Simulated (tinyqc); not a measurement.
AlGaN/GaN HEMT with access regions, lumped model: output curve without and with trapping.

A polarisation-induced electron sheet under a Schottky gate, in series with two ungated access regions and contacts. Drift law v = mu E/(1 + mu E/vs) under the gate. Currents in mA/mm, resistances in ohm mm. No self-heating, no channel-length modulation; fits for polarisation, barrier and offset are chosen for the exercise.

sigma = (5e13 x + 1.6e13 x^2) cm^-2, phiB = 0.84 + 1.3 x, dEc = 0.7 (1.71 x + x^2) in volts, Cb = eps0 eps_r/d, VT = phiB - dEc - q sigma/Cb, access density n0 = -Cb VT/q. Access resistance R(L, n) = L/(q mu n sqrt(1 - (I/(q n vs))^2)); Rs = Rc + R(Ls, n0), Rd = Rc + R(Ld, (1 - ft) n0). Vg' = Vg - I Rs, Vd' = Vd - I (Rs + Rd); with u = Vg' - VT, Vc = vs Lg/mu and w the smaller of Vd' and Vc [sqrt(1 + 2 u/Vc) - 1] (0 if negative), the channel gives (mu Cb/Lg)(u w - w^2/2)/(1 + w/Vc). I equals that channel current. The two columns take ft = 0 and ft = 0.3; collapse = 1 - (second)/(first).

Parameters, values chosen for the exercise; values close to those of AlGaN/GaN structures: aluminium share of the barrier x = 0.21; barrier thickness d = 20 nm; relative permittivity of barrier and channel eps_r = 9.1; channel mobility mu = 1500 cm^2/(V s); saturation velocity vs = 1.2e7 cm/s; gate length Lg = 0.5 um; source access length Ls = 0.5 um; drain access length Ld = 4 um; resistance of each contact Rc = 0.16 ohm mm; gate voltage Vg = 0 V.

Constants: q = 1.602176634e-19 C, eps0 = 8.8541878128e-14 F/cm where lengths are in cm. Results are converted to the units shown.

Output curve without and with trapping:
```
Vd (V)  I, ft = 0 (mA/mm)  I, ft = 0.3 (mA/mm)  collapse (%)
0.25                95.36                73.49         22.93
0.5                 188.7                145.8         22.76
1                   366.2                284.2         22.41
2                   667.6                524.4         21.46
3                   875.2                706.6         19.26
4                   949.0                835.3         11.98
6                   949.0                949.0          0.00
8                   949.0                949.0          0.00
12                  949.0                949.0          0.00
```

What does the comparison show?

Without trapping the current rises from 95.4 to 949 mA/mm and first comes within 2 % of its last value at Vd = 4 V among the rows; with trapping that knee lies at 6 V. The collapse is 23 % in the first row, at most 23 % and 0 % in the last: once the gated channel saturates, the drain access only takes spare voltage. For Vd = 6 to 12 V the power passes 5 W/mm, where self-heating, left out here, lowers the current.

Numbers from tinyqc (`OMP_NUM_THREADS=1 python tinyqc.py 2570083 2570084 out.jsonl`; about 0.02 s on one thread of a shared Intel Xeon 2.30GHz).
